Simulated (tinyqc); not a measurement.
# Worked calculation: input admittance of a MOSFET at zero drain bias: distributed channel and distributed gate

tinyqc, about 0.01 s, one thread, Intel Xeon 2.30GHz (shared host): `OMP_NUM_THREADS=1 python tinyqc.py 2262161 2262162 out.jsonl` Printed values are rounded.

Source and drain grounded, strong inversion, w = 2 pi f, Cox = eps0 eox/tox. The channel is an RC line of resistance 1/(mu Cox Vo) per square fed from both ends, so one finger has the intrinsic admittance y = i w Cox L tanh(g)/g per width, g = (1/2) sqrt(i w tau), tau = L^2/(mu Vo). The vertical resistance rv/L is in series with y, the overlaps 2 i w Cov in parallel: y_t = 1/(1/y + rv/L) + 2 i w Cov. The gate strip is a line of Rsh/L per length loaded by y_t, so a finger has Y = y_t Wf tanh(k)/k, k = (Wf/sd) sqrt(y_t Rsh/L); the device has Nf Y.

Inputs (values chosen for the exercise); values of the order met in silicon radio-frequency transistors:
- eox = 3.9 (relative permittivity of the gate insulator (close to silicon dioxide))
- tox = 5.2 nm (insulator thickness)
- L = 0.2 um (channel length)
- Wf = 1.7 um (finger width)
- Nf = 1 (number of fingers)
- mu = 420 cm^2/(V s) (channel mobility)
- Vo = 0.61 V (gate overdrive)
- Rsh = 22 ohm/square (sheet resistance of the gate)
- rv = 0 ohm um^2 (vertical resistivity of the gate stack)
- sd = 1 (number of ends at which a finger is contacted)
- Cov = 0.18 fF/um (overlap and fringe capacitance on each side)
- f = 92 GHz (frequency)

Constants: eps0 = 8.8541878128e-14 F/cm where lengths are in cm. Results are converted to the units shown.

## Low-frequency resistances and capacitance

Low-frequency limits, with c = Cox L and ct = c + 2 Cov: R_strip = Rsh Wf/(3 sd^2 L Nf), R_ch = (c/ct)^2 L/(12 mu Cox Vo Wf Nf), R_vert = (c/ct)^2 rv/(L Wf Nf), C = ct Wf Nf.

parts (ohm): strip 62.33333, channel 35.66809, vertical 0
sum = 98.00142 ohm
C = 2.869818 fF
1/(2 pi R C) = 565.8918 GHz

The strip term is the largest, 63.6 % of the sum.

## Admittance of the channel and stack per width

tau, g, c = Cox L, y and y_t as defined.

tau = 1.561280 ps
g = 0.3358762+0.3358762i
c = 1.328128 fF/um
y = 57.2678+762.5607i uS/um
y_t = 57.2678+970.6598i uS/um

w tau = 0.903, and Im y is 0.993 of w c.

## Input impedance of the device

k and Y as defined; Z = 1/(Nf Y) = R + 1/(i w C); Q = |Im Z|/R; signal at the point farthest from a contact |1/cosh k|.

k = 0.4045459+0.3813816i
Nf Y = 0.260358+1.610276i mS
R = 97.85059 ohm
C = 2.858513 fF
Q = 6.184843
signal at the far point = 0.9833040

R is 0.15 % below its low-frequency limit and C is 0.39 % below its own.
